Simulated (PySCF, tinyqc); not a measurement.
Worked calculation: CIS and TDHF on RHF in the sto-6g basis, for H3-, spin multiplicity 1. The basis has no diffuse functions, so it cannot describe the extra electron: this is an exercise in the method, not the real anion. The lowest restricted solution is unstable here: a spin-polarised one lies 0.1454 hartree lower (PySCF). One step of it, computed by the program tinyqc.

Problem. TDHF (RPA) singlet states. B(ia,jb) = 2 (ia|jb) - (ib|ja); the squared energies are the eigenvalues of (A - B)(A + B); 1 hartree = 27.211386 eV.

CIS matrix A, singlet (hartree):
```
           1>3        2>3
1>3   0.962859  -0.076434
2>3  -0.076434  -0.091508
```

Two-electron integrals over orbitals (pq|rs), unique and non-zero (hartree):
```
(11|11) 0.639816    (21|11) -0.022221   (21|21) 0.124689    (22|11) 0.596789
(22|21) 0.101537    (22|22) 0.726066    (31|11) 0.000107    (31|21) 0.000023
(31|22) -0.000497   (31|31) 0.159375    (32|11) 0.000034    (32|21) -0.000481
(32|22) -0.000161   (32|31) -0.077575   (32|32) 0.053925    (33|11) 0.631657
(33|21) -0.078717   (33|22) 0.537804    (33|31) 0.000348    (33|32) 0.000143
(33|33) 0.691265
```

Give: TDHF matrix B, singlet; squared energies w^2; TDHF energies from the positive w^2.

Solution.

TDHF matrix B, singlet (hartree):
```
         1>3      2>3
1>3   0.1594  -0.0776
2>3  -0.0776   0.0539
```

squared energies w^2 (hartree^2): 0.0086  0.8982

TDHF energies from the positive w^2 (eV): 2.5195  25.7897

A + B or A - B has a negative eigenvalue: the restricted solution is unstable towards a lower one, a negative w^2 means an imaginary energy, and the lowest roots have no physical meaning.
